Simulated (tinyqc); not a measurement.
Inside a calculation. Model: thermoelectric coefficients of a parabolic band, Landauer integrals.

Program tinyqc, `OMP_NUM_THREADS=1 python tinyqc.py 2800038 2800039 out.jsonl`; Intel Xeon 2.30GHz, shared host, one thread, about 0.07 s. Printed values are rounded.

Bulk parabolic band, x = (E - Ec)/kB T, C = hbar^2/(2 m0), kB T in eV. Modes per area gv m kB T x/(4 pi C) times the back-scattering length l0 x^rr give the transport function s0 X(x), s0 = (2 q^2/h) gv m kB T l0/(4 pi C), X = x^(1 + rr). I_k = int X (x - eta)^k w dx, w = 1/(4 cosh^2((x - eta)/2)).

Values chosen for this exercise: temperature T = 500 K; mass of one valley m = 0.51 m0; valleys gv = 4; back-scattering length at x = 1 l0 = 7.1 nm; energy exponent of that length rr = 0; lattice thermal conductivity kL = 4.6 W/(m K); reduced Fermi level (EF - Ec)/kB T eta = 4.2; lower end of the grid xa = 0; upper end of the grid xe = 14; points of the grid nE = 13.

Constants: q = 1.602176634e-19 C, kB = 1.380649e-23 J/K, hbar = 1.054571817e-34 J s, h = 6.62607015e-34 J s, m0 = 9.1093837015e-31 kg, Vt = kB T/q, hbar^2/(2 m0) = 0.0380998212 eV nm^2. Results are converted to the units shown.

Range of the model: Parabolic bands, elastic scattering and a fixed kL make these model figures, not those of a material.

## The three integrals on a coarse grid

Simpson's rule on nE equally spaced points from xa to xe.

```
point        x        X           w         X w
0       0.0000        0   0.0145558           0
1       1.1667  1.16667   0.0438318   0.0511371
2       2.3333  2.33333    0.115991    0.270646
3       3.5000      3.5    0.221713    0.775995
4       4.6667  4.66667    0.236868     1.10538
5       5.8333  5.83333    0.136683    0.797318
6       7.0000        7   0.0540381    0.378267
7       8.1667  8.16667   0.0182391    0.148953
8       9.3333  9.33333  0.00582794   0.0543941
9      10.5000     10.5  0.00182958   0.0192106
10     11.6667  11.6667  5.71178e-4  0.00666374
11     12.8333  12.8333  1.78007e-4  0.00228442
12     14.0000       14  5.54455e-5  7.76236e-4
```

I_0, I_1, I_2 on this grid: 4.20431  3.16844  14.3889

Converged values are 4.2149, 3.1975 and 14.421; the grid is 0.25 % below the first and 0.22 % below the last.

## Coefficients of the electrons

converged I_0, I_1, I_2: 4.21488  3.19747  14.4208

sigma = s0 I_0, S = -(kB/q) I_1/I_0, Lorenz number L = (kB/q)^2 [I_2/I_0 - (I_1/I_0)^2], kappa_e = L sigma T.

s0 = 1009.93 S/cm
sigma = 4256.76 S/cm
S = -65.3724 uV/K
L = 2.11332 x 1e-8 V^2/K^2
kappa_e = 4.49795 W/(m K)

L is 13 % below the Sommerfeld value (pi^2/3)(kB/q)^2 = 2.443e-8 V^2/K^2. The Mott formula -(pi^2/3)(kB/q)(1 + rr)/eta gives -67.5 uV/K, 3.3 % above S in size.

## Power factor and figure of merit

Power factor S^2 sigma, ZT = S^2 sigma T/(kappa_e + kL).

power factor = 1.81915 mW/(m K^2)
ZT = 0.0999756
electronic share of kappa = 49.4392 %
